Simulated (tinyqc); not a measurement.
Worked calculation: lattice vibrations of a chain. Computed by tinyqc, a small Python program that keeps every step. Command: `OMP_NUM_THREADS=1 python tinyqc.py 29834 29835 out.jsonl` (the two numbers bound the seeds that draw the settings). One thread of a shared host (Intel(R) Xeon(R) Processor @ 2.60GHz), about 0.01 s of CPU time with the checks.

## Dynamical matrix at q = 0.11

A chain moving along its axis:
```
atom   mass (u)  spring to the next atom (eV/angstrom^2)
1      76.50000                                 15.10000
2      79.80000                                 27.40000
3      42.50000                                 11.70000
4     108.50000                                 11.90000
```

q is in units of 2 pi/a. A spring k from atom i to atom j, n cells on, adds k to Phi_ii and Phi_jj, -k exp(2 pi i q n) to Phi_ij and the conjugate to Phi_ji (for one atom a cell: 2k (1 - cos 2 pi q n)); D_ij = Phi_ij / sqrt(m_i m_j).

D(q) (eV/(angstrom^2 u)):
$$\begin{pmatrix}
0.35294 & -0.19326 & 0.00000 & -0.10064+0.08326i \\
-0.19326 & 0.53258 & -0.47049 & 0.00000 \\
0.00000 & -0.47049 & 0.92000 & -0.17230 \\
-0.10064-0.08326i & 0.00000 & -0.17230 & 0.21751
\end{pmatrix}$$

## Frequencies

omega^2 are the eigenvalues; wavenumber = 521.4708 sqrt(eigenvalue) 1/cm.

eigenvalues: [0.00569, 0.27626, 0.47003, 1.27105]

wavenumbers (1/cm): [39.3, 274.1, 357.5, 587.9]

weights |e|^2 of the mass-weighted modes, order atom 1, atom 2, atom 3, atom 4:
$$\begin{pmatrix}
0.24854 & 0.08240 & 0.65123 & 0.01783 \\
0.26007 & 0.30982 & 0.12632 & 0.30379 \\
0.13747 & 0.06391 & 0.14172 & 0.65690 \\
0.35393 & 0.54386 & 0.08073 & 0.02148
\end{pmatrix}$$

## Dispersion and heat capacity

C/k_B per atom = mean over q = (j + 1/2)/80, j = 0..39 and all branches of y^2 e^y/(e^y - 1)^2, y = hc wavenumber / k_B T.

Wavenumbers (1/cm):
```
q         branch 1   branch 2   branch 3   branch 4
0.00000    0.00000  283.36727  352.05053  588.12481
0.06250   22.37702  280.19759  353.98982  588.05371
0.12500   44.67901  271.63847  358.85310  587.85045
0.18750   66.83012  259.40058  364.91698  587.54408
0.25000   88.75265  244.73985  370.90869  587.17926
0.31250  110.36537  228.38498  376.08566  586.81064
0.37500  131.57944  210.76204  380.02249  586.49510
0.43750  152.27780  192.16275  382.47217  586.28266
0.50000  170.45871  174.67314  383.30270  586.20776
```

Heat capacity:
```
T (K)  C/k_B per atom
20            0.06417
50            0.16619
100           0.35439
200           0.64582
300           0.79698
600           0.93865
1200          0.98382
```

zero-point energy per atom = 19.90064 meV
